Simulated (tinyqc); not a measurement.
Comparisons within one model: configuration-coordinate model of carrier capture at a defect. A value that a table varies takes the place of the one given here.

Two parabolas of equal curvature k in one coordinate Q: with the carrier free at the band edge, U_f = k Q^2/2; with the carrier trapped, U_t = k (Q - dQ)^2/2 - ET. ER = k dQ^2/2, Huang-Rhys factor S = ER/hw, hw = 0.0646541 sqrt(k/M) eV for k in eV/angstrom^2 and M in u. The curves cross at a height Eb = (ER - ET)^2/(4 ER) above the free minimum.

Multiphonon factor for giving p = ET/hw phonons to the lattice: W = exp(-S (2 nb + 1)) ((nb + 1)/nb)^(p/2) I_p(x), nb = 1/(exp(hw/kT) - 1), x = 2 S sqrt(nb (nb + 1)), I_p the modified Bessel function. Classical limit: W = hw exp(-Eb/kT)/sqrt(4 pi ER kT). At T = 0: exp(-S) S^p/Gamma(p + 1).

Constants: kB = 8.617333262e-05 eV/K.

Parameters, chosen for this exercise (of the size met at a deep level in GaN; the results hold for these values, not for the real material): ET = 0.8 eV (thermal depth of the level below the band edge); ER = 0.44 eV (relaxation energy); hw = 0.05 eV (phonon energy of the mode); T = 300 K (temperature).

## Capture against temperature

The local activation energy is -d ln W/d(1/kT), by central differences with T changed by 1 %.

Against T:

| T (K) | kT/hw | log10 W | log10 W, classical | activation energy (eV) |
|---|---|---|---|---|
| 40 | 0.069 | -2.031 | -9.719 | 0.0000 |
| 60 | 0.103 | -2.031 | -6.714 | 0.0000 |
| 80 | 0.138 | -2.030 | -5.230 | 0.0001 |
| 120 | 0.207 | -2.021 | -3.772 | 0.0012 |
| 160 | 0.276 | -1.997 | -3.062 | 0.0039 |
| 220 | 0.379 | -1.941 | -2.498 | 0.0100 |
| 300 | 0.517 | -1.856 | -2.116 | 0.0188 |
| 400 | 0.689 | -1.759 | -1.869 | 0.0273 |
| 550 | 0.948 | -1.654 | -1.685 | 0.0338 |

log10 W at T = 0 = -2.031
Eb = 0.0736 eV

At 40 K log10 W is -2.03, against -2.03 at T = 0 and -9.7 classically; at 550 K the two forms differ by +0.03. The activation energy read from an Arrhenius plot goes from 0.000 eV at 40 K to 0.034 at 550 K, with its largest value 0.034 at 550 K, against Eb = 0.074 eV; the classical form itself gives Eb - kT/2. A measured slope therefore understates the barrier.

## Capture against depth of the level

ET is varied at fixed ER, hw and T, as by moving the band edge with alloying or pressure.

Against ET:

| ET/ER | ET (eV) | Eb (eV) | log10 W | log10 W, classical |
|---|---|---|---|---|
| 0.10 | 0.044 | 0.0891 | -2.208 | -2.375 |
| 0.25 | 0.110 | 0.0619 | -1.774 | -1.918 |
| 0.50 | 0.220 | 0.0275 | -1.265 | -1.341 |
| 0.75 | 0.330 | 0.0069 | -0.996 | -0.994 |
| 1.00 | 0.440 | 0.0000 | -0.934 | -0.879 |
| 1.25 | 0.550 | 0.0069 | -1.050 | -0.994 |
| 1.50 | 0.660 | 0.0275 | -1.320 | -1.341 |
| 2.00 | 0.880 | 0.1100 | -2.248 | -2.727 |
| 3.00 | 1.320 | 0.4400 | -5.325 | -8.270 |

Capture is fastest at ET/ER = 1 among these rows, where the barrier vanishes or nearly so. The classical form is symmetric about ET = ER; the quantum one gives -1.26 at 0.5 and -1.32 at 1.5, against -1.34 for both. At ET = 3 ER it lies 2.9 decades above the classical value: deep levels capture by emitting many phonons, and the rate falls with depth by 7.0 decades per eV between the last two rows. Rows deeper than the gap of the host are formal.

## Phonon side bands at T = 0

Weights exp(-S) S^j/j! of the line with j phonons, S = ER/hw; absorption at ET + j hw, emission at ET - j hw (a dash if negative).

Lines:

| j | weight | absorption (eV) | emission (eV) |
|---|---|---|---|
| 0 | 0.00015 | 0.800 | 0.800 |
| 1 | 0.00133 | 0.850 | 0.750 |
| 2 | 0.00584 | 0.900 | 0.700 |
| 3 | 0.01712 | 0.950 | 0.650 |
| 4 | 0.03766 | 1.000 | 0.600 |
| 5 | 0.06629 | 1.050 | 0.550 |
| 6 | 0.09722 | 1.100 | 0.500 |
| 7 | 0.12222 | 1.150 | 0.450 |
| 8 | 0.13445 | 1.200 | 0.400 |
| 9 | 0.13146 | 1.250 | 0.350 |
| 10 | 0.11568 | 1.300 | 0.300 |
| 11 | 0.09255 | 1.350 | 0.250 |
| 12 | 0.06787 | 1.400 | 0.200 |
| 13 | 0.04594 | 1.450 | 0.150 |

The zero-phonon line holds 0.0151 % of the band and the largest weight falls on j = 8, next to S = 8.80; the lines listed add to 0.9358.

## What each parameter does

Eb, log10 W and the full width 2.35482 sqrt(ER hw coth(hw/2kT)). Each row changes one parameter from the base and keeps the others.

Results:

| case | Eb (eV) | log10 W | full width (eV) |
|---|---|---|---|
| base | 0.0736 | -1.856 | 0.4040 |
| ET = 0.84 eV | 0.0909 | -2.045 | 0.4040 |
| ER = 0.49 eV | 0.0490 | -1.600 | 0.4263 |
| hw = 0.06 eV | 0.0736 | -1.721 | 0.4222 |
| T = 330 K | 0.0736 | -1.825 | 0.4157 |

The largest shifts from the base row, up to three for each result and ties (the steps differ in size, so this ranks the rows, not the parameters). Eb (eV): ER -0.0246, ET +0.0173; unchanged at the printed digits by hw and T. log10 W: ER +0.256, ET -0.189, hw +0.134. full width (eV): ER +0.0223, hw +0.0182, T +0.0117; unchanged at the printed digits by ET.

(tinyqc, `OMP_NUM_THREADS=1 python tinyqc.py 1481556 1481557 out.jsonl`, Intel(R) Xeon(R) Processor @ 2.30GHz, 1 thread, shared host, about 0.01 s.)
